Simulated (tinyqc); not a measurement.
Worked calculation: Hueckel theory of the pi electrons with the omega technique, for the molecule C=Cc1cccc(F)c1 (SMILES; centres numbered as the heavy atoms are written). One step of it, computed by the program tinyqc.

Question. Orbitals, round 1. Diagonalise; E = alpha + x beta with beta < 0, so the largest x are filled first; degenerate levels share their electrons. P = sum n_i c_ri c_si; each orbital has its largest coefficient positive (the first on a tie).

Hueckel matrix in units of beta (H = alpha + beta A), order 1C, 2C, 3C, 4C, 5C, 6C, 7C, 8F, 9C:
```
[[0.000000, 1.000000, 0.000000, 0.000000, 0.000000, 0.000000, 0.000000, 0.000000, 0.000000],
 [1.000000, 0.000000, 1.000000, 0.000000, 0.000000, 0.000000, 0.000000, 0.000000, 0.000000],
 [0.000000, 1.000000, 0.000000, 1.000000, 0.000000, 0.000000, 0.000000, 0.000000, 1.000000],
 [0.000000, 0.000000, 1.000000, 0.000000, 1.000000, 0.000000, 0.000000, 0.000000, 0.000000],
 [0.000000, 0.000000, 0.000000, 1.000000, 0.000000, 1.000000, 0.000000, 0.000000, 0.000000],
 [0.000000, 0.000000, 0.000000, 0.000000, 1.000000, 0.000000, 1.000000, 0.000000, 0.000000],
 [0.000000, 0.000000, 0.000000, 0.000000, 0.000000, 1.000000, 0.000000, 0.790000, 1.000000],
 [0.000000, 0.000000, 0.000000, 0.000000, 0.000000, 0.000000, 0.790000, 3.050000, 0.000000],
 [0.000000, 0.000000, 1.000000, 0.000000, 0.000000, 0.000000, 1.000000, 0.000000, 0.000000]]
```

pi electrons, sum of z_r less the charge = 10

Give: x values; occupations; coefficients; charge and bond-order matrix P.

Answer.

x values: [3.290, 2.085, 1.378, 0.925, 0.657, -0.665, -1.037, -1.433, -2.150]

occupations: [2.000, 2.000, 2.000, 2.000, 2.000, 0.000, 0.000, 0.000, 0.000]

coefficients, order 1C, 2C, 3C, 4C, 5C, 6C, 7C, 8F, 9C:
```
[[0.004, 0.160, -0.352, -0.076, 0.587, 0.598, -0.037, -0.350, 0.139],
 [0.014, 0.333, -0.485, -0.070, 0.385, -0.397, 0.039, 0.501, -0.299],
 [0.042, 0.535, -0.316, 0.011, -0.334, -0.334, -0.003, -0.369, 0.503],
 [0.024, 0.414, 0.081, -0.465, -0.339, 0.292, -0.505, 0.039, -0.386],
 [0.037, 0.327, 0.428, -0.441, 0.111, 0.139, 0.527, 0.313, 0.326],
 [0.099, 0.269, 0.509, 0.057, 0.412, -0.385, -0.041, -0.487, -0.315],
 [0.287, 0.233, 0.272, 0.494, 0.159, 0.116, -0.484, 0.386, 0.351],
 [0.945, -0.191, -0.129, -0.184, -0.053, -0.025, 0.094, -0.068, -0.053],
 [0.100, 0.368, -0.032, 0.545, -0.266, 0.327, 0.469, -0.012, -0.397]]
```

charge and bond-order matrix P, order 1C, 2C, 3C, 4C, 5C, 6C, 7C, 8F, 9C:
```
[[1.000, 0.911, 0.001, -0.252, 0.001, 0.203, -0.003, 0.004, -0.254],
 [0.911, 1.000, 0.406, 0.001, -0.049, -0.002, -0.047, 0.009, -0.002],
 [0.001, 0.406, 0.999, 0.609, -0.001, -0.299, 0.006, -0.012, 0.612],
 [-0.252, 0.001, 0.609, 1.019, 0.677, -0.022, -0.316, 0.073, -0.023],
 [0.001, -0.049, -0.001, 0.677, 0.998, 0.661, 0.007, -0.014, -0.319],
 [0.203, -0.002, -0.299, -0.022, 0.661, 1.027, 0.646, -0.111, 0.028],
 [-0.003, -0.047, 0.006, -0.316, 0.007, 0.646, 0.961, 0.186, 0.666],
 [0.004, 0.009, -0.012, 0.073, -0.014, -0.111, 0.186, 1.966, -0.116],
 [-0.254, -0.002, 0.612, -0.023, -0.319, 0.028, 0.666, -0.116, 1.030]]
```
